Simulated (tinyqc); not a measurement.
Thin film between two gates, subbands and threshold shift from confinement: one step of the calculation.

Undoped body with a flat potential across it, hard walls, transport along x. One isotropic valley (g = 1, mx = my = mz = me). Non-parabolicity enters the subband edges through E (1 + al E) = gamma, so E = 2 gamma/(1 + sqrt(1 + 4 al gamma)); motion within a subband is taken as parabolic with the band-edge mass. Energies are counted from the bulk band edge.

Task. Threshold shift. Each subband has N_k = g sqrt(mx my) m0 kB T/(pi hbar^2); without degeneracy n = exp(EF/Vt) sum N_k exp(-E_k/Vt). Classical value Nc times t, Nc = sum over valleys of 2 g (m m0 kB T/(2 pi hbar^2))^1.5 with m = (mx my mz)^(1/3). Threshold shift dVT = Vt ln(classical value/sum N_k exp(-E_k/Vt)). Use the subbands listed.

Inputs (values chosen for the exercise); masses close to those of InAs:
```
symbol   value  unit                   meaning
T          300     K               temperature
me      0.0232    m0     mass at the band edge
t          4.4    nm  film thickness (along z)
```

Constants: q = 1.602176634e-19 C, kB = 1.380649e-23 J/K, hbar = 1.054571817e-34 J s, m0 = 9.1093837015e-31 kg, Vt = kB T/q. Results are converted to the units shown.

| subband | E_k (eV) | N_k (cm^-2) |
|---|---|---|
| 1 | 0.38855172 | 2.5054130e11 |
| 2 | 0.92497668 | 2.5054130e11 |
| 3 | 1.4725843 | 2.5054130e11 |

Wanted: shares; sum N_k exp(-E_k/Vt); Nc; classical value; dVT.

Result.

shares, subband 1 to 3 (%): [100.0, 0.0, 0.0]
sum N_k exp(-E_k/Vt) = 7.439e4 cm^-2
Nc = 8.868e16 cm^-3
classical value = 3.902e10 cm^-2
dVT = 340.5 mV

Range of the model: Non-parabolicity also makes carriers heavier within each subband, which is left out, so densities of states are understated at high energy.

tinyqc, about 0.02 s, one thread, Intel Xeon 2.30GHz (shared host): `OMP_NUM_THREADS=1 python tinyqc.py 2350028 2350029 out.jsonl`
